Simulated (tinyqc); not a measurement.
Comparisons within one model: thresholds of impact ionisation and Auger recombination from band masses. A value that a table varies takes the place of the one given here.

Parabolic bands, no phonon. At threshold the three slow carriers share one velocity. With M their total mass and m4 the mass of the fast carrier, the fast carrier has the kinetic energy E_T = G M/(M - m4) and the slow ones together E_a = G m4/(M - m4), the activation energy of the Auger rate. CCCH (fast electron): G = Eg, M = 2 me + mh, m4 = me. CHHS (hole into the split-off band): G = Eg - Dso, M = 2 mh + me, m4 = ms; this form holds for Eg > Dso (below, the process needs about Dso - Eg and is marked by a dash). CHHL (hole into the light band): G = Eg, M = 2 mh + me, m4 = ml. CHHH (fast heavy hole): G = Eg, M = 2 mh + me, m4 = mh.

Non-parabolic fast electron: E (1 + alpha E) = c k^2/me with alpha = (1 - me)^2/Eg; the slow carriers stay parabolic, so E_T = Eg + me E_T (1 + alpha E_T)/M, M = 2 me + mh (the root between Eg and 1.9 Eg).

Constants: kB = 8.617333262e-05 eV/K; hc = 1239.841984 eV nm.

Inputs chosen for the exercise (near those of CdTe, gap at low temperature and not tied to T; the results hold for these values, not for the real material):
```
symbol  value   unit  meaning
Eg      1.568   eV    gap at Gamma to the s-like level
Dso     0.888   eV    spin-orbit splitting
me      0.0943  m0    electron mass at Gamma
mh      0.62    m0    heavy-hole mass
ms      0.273   m0    split-off mass
ml      0.1144  m0    light-hole mass
T       300     K     temperature
```

## The gap of an alloy series

Eg is varied with me and ml proportional to it; mh, ms and Dso are kept. E_a of three processes; wavelength hc/Eg.

Results:
```
Eg (eV)  wavelength (micrometre)      me  CCCH (meV)  CCCH non-parabolic (meV)  CHHS (meV)  CHHL (meV)  log10 exp(-E_a/kT), non-parabolic
0.470                       2.64  0.0283        20.5                      43.6           -        13.1                              -0.73
0.784                       1.58  0.0471        55.4                     122.7           -        36.5                              -2.06
1.176                       1.05  0.0707       120.4                     279.8        75.8        82.4                              -4.70
1.568                       0.79  0.0943       207.0                     503.3       174.9       147.0                              -8.46
1.960                       0.63  0.1179       313.1                     794.2       269.8       230.7                             -13.34
2.509                       0.49  0.1509       491.1                    1312.5       395.9       380.3                             -22.05
3.136                       0.40  0.1886       731.4                    2046.7       531.1       598.0                             -34.38
```

E_a of CCCH goes nearly as Eg^2 (power 1.88 over the table), as both G and me grow; the non-parabolic value goes with the power 2.03, and its Boltzmann factor spans 33.7 decades; rows with E_a far above kT are formal, since phonon-assisted processes and side valleys rule there. CHHS is resonant at Eg = Dso = 0.888 eV, with no activation, and is the easiest process near there; it has the lowest E_a of the parabolic values for Eg = 1.176 and 3.136 eV.

## The mass ratio

mu = me/mh is varied; thresholds in units of Eg for ionisation started by an electron, (1 + 2 mu)/(1 + mu), and by a heavy hole, (2 + mu)/(1 + mu).

Results:
```
mu     electron (Eg)  hole (Eg)  electron (eV)  hole (eV)
0.032         1.0310     1.9690          1.617      3.087
0.056         1.0530     1.9470          1.651      3.053
0.110         1.0991     1.9009          1.723      2.981
0.130         1.1150     1.8850          1.748      2.956
0.152         1.1319     1.8681          1.775      2.929
0.190         1.1597     1.8403          1.818      2.886
1.000         1.5000     1.5000          2.352      2.352
```

The two thresholds add up to 3 Eg in every row and are equal, 3/2 Eg, at mu = 1. The lighter carrier has the lower threshold; in the first row the two differ by 1.471 eV, which would favour one carrier in avalanche multiplication. Real ionisation rates depend on the whole band structure and can be nearly equal although the edge masses differ.

## What each parameter does

Activation energies. Each row changes one parameter from the base and keeps the others.

Results:
```
case             CCCH (meV)  CCCH non-parabolic (meV)  CHHL (meV)  CHHS (meV)
base                 207.00                    503.31      147.04      174.92
Eg = 1.4112 eV       186.30                    452.98      132.34      134.58
Dso = 0.9768 eV      207.00                    503.31      147.04      152.08
me = 0.0849 m0       188.85                    451.08      148.19      176.48
mh = 0.682 m0        190.47                    449.01      133.48      156.62
ms = 0.3003 m0       207.00                    503.31      147.04      197.49
ml = 0.1258 m0       207.00                    503.31      163.22      174.92
```

The largest shifts from the base row, up to three for each result and ties (the steps differ in size, so this ranks the rows, not the parameters). CCCH (meV): Eg -20.70, me -18.15, mh -16.53; unchanged at the printed digits by Dso, ms and ml. CCCH non-parabolic (meV): mh -54.31, me -52.23, Eg -50.33; unchanged at the printed digits by Dso, ms and ml. CHHL (meV): ml +16.18, Eg -14.70, mh -13.57; unchanged at the printed digits by Dso and ms. CHHS (meV): Eg -40.33, Dso -22.84, ms +22.57; unchanged at the printed digits by ml.

Run: tinyqc, `OMP_NUM_THREADS=1 python tinyqc.py 1851013 1851014 out.jsonl`; Intel(R) Xeon(R) Processor @ 2.30GHz, one thread, shared host; about 0.01 s of CPU time with all checks.
